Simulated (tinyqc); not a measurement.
# From one set of inputs to another, one input at a time

Model: grain growth, pinning, strength and diffusional creep of a polycrystal or thin film. Computed by tinyqc, a small Python program. Command: `OMP_NUM_THREADS=1 python tinyqc.py 3014637 3014638 out.jsonl grain ladder`. One thread of a shared host (Intel(R) Xeon(R) Processor @ 2.30GHz), about 0.01 s of CPU time with the checks.

One mean grain size d describes the structure.

The inputs printed are set A. Inputs not listed in the table keep their values of set A, so the rows need not describe a real material.

Inputs (values chosen for the exercise, for a model solid):
```
quantity                                    value        unit
shear modulus G                                46         GPa
Burgers vector b                            2.556    angstrom
atomic volume Omega                         11.81  angstrom^3
boundary energy gamma                        0.49       J/m^2
mobility prefactor M0                     3.9e-06   m^4/(J s)
activation energy of boundary motion Q_m     1.56          eV
anneal temperature T                          823           K
anneal time t                                1400           s
initial grain size d0                         140          nm
particle volume fraction f                0.00097           -
particle radius r                             1.7          nm
film thickness h                              350          nm
surface energy gamma_s                        1.8       J/m^2
friction stress sigma_0                        24         MPa
Hall-Petch slope k_y                         0.11   MPa m^0.5
lattice diffusion energy Q_l                 2.25          eV
boundary diffusion energy Q_b               0.993          eV
lattice prefactor D0                      0.00017       m^2/s
boundary prefactor delta D0b              5.3e-15       m^3/s
applied stress sigma                           44         MPa
service temperature T_c                       674           K
```

Sample: thin film on a substrate.

Constants: k_B = 8.617333262e-05 eV/K; k_B = 1.380649e-23 J/K.

Method:
- M = M0 exp(-Q_m/(k_B T)). The driving pressure is 2 gamma/d. Zener pinning pressure 3 f gamma/(2 r) stops growth at d_Z = 4 r/(3 f). Grooves where boundaries meet the surface have the angle theta = arcsin(gamma/(2 gamma_s)) and are taken to stop growth at d_h = h/(2 theta), a few film thicknesses; the limit is 1/d_lim = 1/d_Z + 1/d_h.
- dd/dt = 2 M gamma (1/d - 1/d_lim) integrates to 2 M gamma t = d_lim (d0 - d) + d_lim^2 ln[(d_lim - d0)/(d_lim - d)]; without pinning d^2 = d0^2 + 4 M gamma t.
- Hall-Petch term k_y/sqrt(d). Orowan term 3.06 x 0.4 G b ln(2 rbar/b)/(pi lambda sqrt(1 - nu)) with nu = 1/3, rbar = sqrt(2/3) r, lambda = rbar (sqrt(pi/f) - 2). Film term (threading dislocation, matched substrate, the geometry of an fcc (111) film taken for all cases): 3.464 G b ln(2 h/b)/(4 pi (1 - nu) h). The terms are added to sigma_0.
- Nabarro-Herring rate = 14 sigma Omega D_l/(k_B T d^2), D_l = D0 exp(-Q_l/(k_B T)); Coble rate = 14 pi sigma Omega delta D_b/(k_B T d^3), delta D_b = delta D0b exp(-Q_b/(k_B T)); they are equal at d_x = pi delta D_b/D_l.

Each row keeps all changes above it:
```
input moved                                     from    to  grain size d (nm)  yield stress (MPa)  crossover size d_x (micrometre)
set A                                              -     -             792.61               433.1                       2.4552e+05
boundary energy gamma (J/m^2)                   0.49     1             491.06               466.5                       2.4552e+05
anneal time t (s)                               1400    42             327.10               501.9                       2.4552e+05
activation energy of boundary motion Q_m (eV)   1.56  5.12             140.00               603.5                       2.4552e+05
boundary diffusion energy Q_b (eV)             0.993  3.63             140.00               603.5                       4.7005e-15
initial grain size d0 (nm)                       140    50              50.00               801.5                       4.7005e-15
applied stress sigma (MPa)                        44   110              50.00               801.5                       4.7005e-15
shear modulus G (GPa)                             46   159              50.00              1502.8                       4.7005e-15
```

Grain size d goes from 793 to 50.0, a factor 0.0631 in all. The largest single move comes from initial grain size d0 (a factor 0.357). Yield stress goes from 433 to 1500, a factor 3.47 in all. The largest single move comes from shear modulus G (a factor 1.88). Crossover size d_x goes from 246000 to 4.70e-15, a factor 1.91e-20 in all. The largest single move comes from boundary diffusion energy Q_b (a factor 1.91e-20). The single moves hold for this order of the switches; the total does not depend on the order.

Caution (rows activation energy of boundary motion Q_m, boundary diffusion energy Q_b, initial grain size d0, applied stress sigma, shear modulus G): the grains are smaller than the film is thick, so they are not columnar, and the groove drag and film term are overstated. Caution (rows applied stress sigma, shear modulus G): sigma Omega is not small against k_B T, as the linear creep laws assume.

Extremes, crossings and ranges named in words are read from the listed rows.
